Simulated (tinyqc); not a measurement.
# From V/G_S back to gradient in the melt G_L

Model: crystal pulling from the melt: segregation, interface stability, heat balance and point-defect regime. Computed by tinyqc, a small Python program. Command: `OMP_NUM_THREADS=1 python tinyqc.py 3025843 3025844 out.jsonl pull inv`. One thread of a shared host (Intel(R) Xeon(R) Processor @ 2.30GHz), about 0.01 s of CPU time with the checks.

A dilute solute; steady pulling with a flat interface unless it is found unstable.

Inputs (values chosen for the exercise): pull rate V = 0.51 mm/min; solid conductivity k_S = 22.1 W/(m K); melt conductivity k_L = 65 W/(m K); latent heat per volume L = 4060 J/cm^3; critical ratio xi_c = 0.12 mm^2/(min K).

Method. k_S G_S = k_L G_L + L V; the largest rate for this G_S, with G_L = 0, is k_S G_S/L. Voronkov: the crystal grows vacancy-rich if V/G_S > xi_c and interstitial-rich if below; at fixed G_L the neutral rate solves V = xi_c G_S(V).

Question. A run gave the result below. Find the gradient in the melt G_L, known to lie between 3 and 8.3 K/cm.

V/G_S = 0.1617352 mm^2/(min K)

Answer.

Each step takes the trial c = (a f_b - b f_a)/(f_b - f_a), f being the result less the target and a, b, c the logarithms of the listed values; c replaces end b, the old b replaces a if the sign of f changed, and otherwise f_a is halved.

Scan of the range:
```
gradient in the melt G_L (K/cm)  V/G_S (mm^2/(min K))
3.00                                         0.208684
3.55                                         0.195728
4.21                                         0.182158
4.99                                         0.168362
5.91                                         0.154556
7.01                                         0.140756
8.30                                         0.127414
```

False position (Illinois rule, in the logarithm of the input) inside the bracket:
```
step    end a    end b    trial  V/G_S (mm^2/(min K))
1     4.99000  5.91000  5.41220              0.161732
2     4.99000  5.41220  5.41179              0.161738
3     5.41220  5.41179  5.41200              0.161735
```

V/G_S falls at every point of a 13-point scan of the range (every second point is shown), so one value fits; it is bracketed by 4.99 and 5.91. Answer: gradient in the melt G_L = 5.412 K/cm.
